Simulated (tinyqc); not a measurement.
Heisenberg magnet: exchange from energy differences, ordering vector, linear spin waves and ordering temperature: one step, computed by the program tinyqc. Command: `OMP_NUM_THREADS=1 python tinyqc.py 3011384 3011385 out.jsonl magnon walk`. One thread of a shared host (Intel(R) Xeon(R) Processor @ 2.30GHz), about 0.2 s of CPU time with the checks.

H = -sum over pairs <ij> J_ij S_i.S_j - K sum_i (S_i^z)^2, each pair once, J > 0 ferromagnetic. First neighbours: 8 at a (0.5, 0.5, 0.5), second: 6 at a (1, 0, 0), with all permutations and signs.

Task: Energies of ordered states. J(q) = J1 g1(q) + J2 g2(q), g_s(q) = sum over shell s of cos(q.R). A classical spiral or collinear state of wave vector Q has the exchange energy -(S^2/2) J(Q) per site.

Inputs (values chosen for the exercise, for a model magnet): exchange J1 = 2.71 meV; exchange J2 = 0.49 meV; spin S = 0.5.

Lattice: bcc.

Give: States, Q in 2 pi/a.

Result:

States, Q in 2 pi/a:
```
Q                          g1  g2  energy (meV/site)
G (0, 0, 0)         8.000e+00   6            -3.0775
H (1, 0, 0)        -8.000e+00   6             2.3425
N (0.5, 0.5, 0)             0  -2             0.1225
P (0.5, 0.5, 0.5)   4.930e-32  -6             0.3675
```

The lowest of these is G (0, 0, 0), 3.200 meV per site below N (0.5, 0.5, 0).
